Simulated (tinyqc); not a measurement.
## IGBT as a p-i-n diode in series with a MOS channel, on-state and switching loss: effect of the switching frequency

High injection (n = p) in a drift layer from x = -W/2 (anode) to +W/2 (cathode side), recombination only in the layer with lifetime tau, ideal emitters. The channel feeds the cathode side and carries the whole current. Auger recombination, carrier-carrier scattering, emitter losses and the carrier dip under the p body are left out.

b = mn/mp, B = (b - 1)/(b + 1), La = sqrt(2 Vt mn mp tau/(mn + mp)), y = W/(2 La). n(x) = (tau J/(2 q La))[cosh(x/La)/sinh y - B sinh(x/La)/cosh y]. Vm = Vt [(8 b/(b + 1)^2)(sinh y/s) arctan(s sinh y) + B ln((1 + B tanh^2 y)/(1 - B tanh^2 y))], s = sqrt(1 - B^2 tanh^2 y); Vj = Vt ln(n(-W/2) n(W/2)/ni^2), ni = sqrt(Nc Nv) exp(-Eg/(2 Vt)), Eg in volts; Vc = J Rch; Von = Vm + Vj + Vc. Stored charge tau J, turn-off energy Eoff = ks tau J Vdc, loss at half duty 0.5 J Von + f Eoff. A unipolar device on the same layer has Vu = J (W/(q mn Nd) + Rch).

Inputs (values chosen for the exercise); material values close to those of silicon: temperature T = 400 K; band gap Eg = 1.14 eV; conduction-band density of states at T Nc = 4.36e19 cm^-3; valence-band density of states at T Nv = 4.03e19 cm^-3; electron mobility mn = 743 cm^2/(V s); hole mobility mp = 255 cm^2/(V s); width of the drift layer W = 350 um; doping of the drift layer Nd = 1.8e13 cm^-3; high-injection lifetime tau = 15 us; current density J = 250 A/cm^2; channel and accumulation resistance Rch = 0.84 mohm cm^2; link voltage Vdc = 1800 V; turn-off energy per stored charge and link voltage ks = 0.09.

Constants: q = 1.602176634e-19 C, kB = 1.380649e-23 J/K, Vt = kB T/q. Results are converted to the units shown.

The same in every row: y = 1.249; Von (V) = 1.189; Vu (V) = 4084; Eoff (mJ/cm^2) = 607.5.

Effect of the switching frequency:
```
f (kHz)  total loss (W/cm^2)
0.3                    330.8
0.64                   537.4
1.4                    999.1
2.9                     1910
6.2                     3915
13                      8046
28                   1.716e4
60                   3.660e4
```

What does the comparison show?

As f goes from 0.3 to 60 kHz, Von stays at 1.19 V, Eoff stays at 607 mJ/cm^2 and the total loss rises from 331 to 36600 W/cm^2. Von is below Vu in 8 of the 8 rows. In every row the density at the anode passes 2e17 cm^-3, where Auger recombination and emitter losses matter.

Numbers from tinyqc (`OMP_NUM_THREADS=1 python tinyqc.py 2590153 2590154 out.jsonl`; about 0.01 s on one thread of a shared Intel Xeon 2.30GHz).
